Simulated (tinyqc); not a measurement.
Inside a calculation: electrons shared among three sets of ellipsoidal valleys. Values are carried at full precision from step to step, so a last printed digit may differ when a step is redone from the rounded ones.

Constants: hbar^2/2m0 = 3.80998211 eV angstrom^2; kB = 8.617333262e-05 eV/K.

Parameters, chosen for this exercise (masses and offsets near those of Si; mobilities are free inputs, held fixed; the results hold for these values, not for the real material): ml = (0.956, 0.956, 1.638) m0 (longitudinal masses of Delta2, Delta4, L); mt = (0.1986, 0.1986, 0.1159) m0 (transverse masses); M = (2, 4, 4) (valleys in each set); T = 200 K; dE = (0, 0.143, 0.998) eV (edges of Delta2, Delta4, L above the first, the first two split by strain); n = 1e+18 1/cm^3 (total electron density); mu = (1700, 980, 550) cm^2/(V s) (mobility of each set, for current in the plane normal to the Delta2 axis).

## Masses of each set

One valley: m_d = (ml mt^2)^(1/3). Whole set: m_de = M^(2/3) m_d. Mean over three axes: 1/m_c = (1/ml + 2/mt)/3. Anisotropy K = ml/mt.

m_d, m_de, m_c (m0) and K of each set:
```
set        m_d    m_de     m_c      K
Delta2  0.3353  0.5323  0.2699   4.81
Delta4  0.3353  0.8450  0.2699   4.81
L       0.2802  0.7061  0.1679  14.13
```

m_de/m_c is 1.97 for Delta2, 3.13 for Delta4, 4.21 for L: many anisotropic valleys give many states at a light conductivity mass. m_c is the mean over three axes; a set that holds only some of the equivalent valleys conducts with a mass that depends on direction.

## Effective densities of states

N_i = M_i times N = 2 (m kB T/(4 pi c))^(3/2) with c = hbar^2/2m0, in 1/angstrom^3; times 1e24 for 1/cm^3, with m = (ml mt^2)^(1/3).

kT = 0.017235 eV

N_i (1/cm^3): Delta2 5.3049e+18, Delta4 1.0610e+19, L 8.1047e+18

## Fermi level and populations

F_j(eta) = (1/Gamma(j + 1)) integral_0^infinity x^j dx/(1 + exp(x - eta)), which tends to exp(eta) for eta << 0.

Solve n = sum_i N_i F_1/2((EF - dE_i)/kT), energies from the edge of the first set.

EF = -0.0276 eV

eta_i: Delta2 -1.60, Delta4 -9.90, L -59.51

n_i (1/cm^3): Delta2 9.99e+17, Delta4 5.32e+14, L 1.16e-07

shares: Delta2 0.9995, Delta4 0.0005, L 0.0000

Delta2 holds most electrons (99.9 %). Boltzmann weights N_i exp(-dE_i/kT) would give Delta4 a share of 0.0005.

## Drift and Hall mobility of the mixture

With f_i the shares, mu_drift = sum f_i mu_i; low-field Hall mobility mu_H = sum f_i mu_i^2/mu_drift (scattering and anisotropy factors set to 1); the Hall density is n mu_drift/mu_H; rho = 1/(e n mu_drift), e = 1.602176634e-19 C.

mu_drift = 1700 cm^2/(V s)
mu_H = 1700 cm^2/(V s)
Hall density = 1.00e+18 1/cm^3
rho = 0.00367 ohm cm

A Hall measurement would read 100.0 % of the true density. The mobilities are of the size met in pure crystals; at this density impurities would cut them and raise rho, by a factor of two to ten or more depending on crystal and density.

## Checks

- Share of Delta4 at n = 1e10 1/cm^3 against the Boltzmann weight: both 0.0004982.

Computed by tinyqc, a small Python program: `OMP_NUM_THREADS=1 python tinyqc.py 1650222 1650223 out.jsonl` (the numbers bound the seed that draws the inputs); one thread of a shared host (Intel(R) Xeon(R) Processor @ 2.30GHz), about 0.02 s for the whole set of steps.
